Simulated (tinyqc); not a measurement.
Binding against carrier density: donor level screened by free carriers (Yukawa potential).

Screening wave number: Debye ks^2 = 4 pi q n/(eps kB T); Thomas-Fermi ks^2 = 6 pi q n/(eps EF) with EF = c (3 pi^2 n/gv)^(2/3)/m, c = hbar^2/2m0; the two are joined by 1/ks^2 = sqrt(1/ks_D^4 + 1/ks_TF^4). 1e18/cm^3 = 1e-6/angstrom^3, q = e^2/(4 pi eps0).

Potential -(q/(eps r)) exp(-ks r), q = e^2/(4 pi eps0). In units Ry* = Ry m/eps^2 and a* = a0 eps/m the problem is [-Laplacian - 2 exp(-x r)/r] psi = E psi with x = ks a*.

Converged values use 18 functions exp(-z r), z = 1.55^i, i = -11 to 6: S = 2/A^3, H = z_i z_j S - 2/(A + x)^2, A = z_i + z_j.

Constants: e^2/(4 pi eps0) = 14.39964547 eV angstrom; kB = 8.617333262e-05 eV/K; hbar^2/2m0 = 3.80998211 eV angstrom^2.

Parameters, chosen for this exercise (near those of a donor in 4H SiC, with one mean mass; not measured data): m = 0.377 m0 (mass); eps = 9.7 (dielectric constant); gv = 3 (valleys); T = 400 K (temperature); nl = (0.0045, 0.015, 0.045, 0.15, 0.45, 1.5, 4.5) x 1e18/cm^3 (densities).

Ry* = 54.5153 meV
a* = 13.615 angstrom

x from the joined ks; converged 1s binding (dash: x above 1.17, at or past the limit 1.19 where the state unbinds).

Results:
```
n (1e18/cm^3)  EF/kB T  1/ks (angstrom)      x  binding (meV)  n^(1/3) a*
0.0045            0.00            640.8  0.021          52.24       0.022
0.015             0.01            351.0  0.039          50.41       0.034
0.045             0.02            202.6  0.067          47.54       0.048
0.15              0.04            111.0  0.123          42.29       0.072
0.45              0.08             64.1  0.212          34.64       0.104
1.5               0.18             35.2  0.387          22.44       0.156
4.5               0.37             20.6  0.662           9.15       0.225
```

The binding falls from 52.2 to 9.2 meV (bare value 54.5); it passes half the bare value between 0.45 and 1.5 x 1e18/cm^3. The level is still bound in the last row. x grows with exponent 0.50 in n at the start and 0.49 at the end (1/2 for Debye, 1/6 for Thomas-Fermi screening).

Computed by tinyqc, a small Python program: `OMP_NUM_THREADS=1 python tinyqc.py 1252237 1252238 out.jsonl` (the numbers bound the seed that draws the inputs); one thread of a shared host (Intel(R) Xeon(R) Processor @ 2.30GHz), about 0.02 s for the whole set of steps.
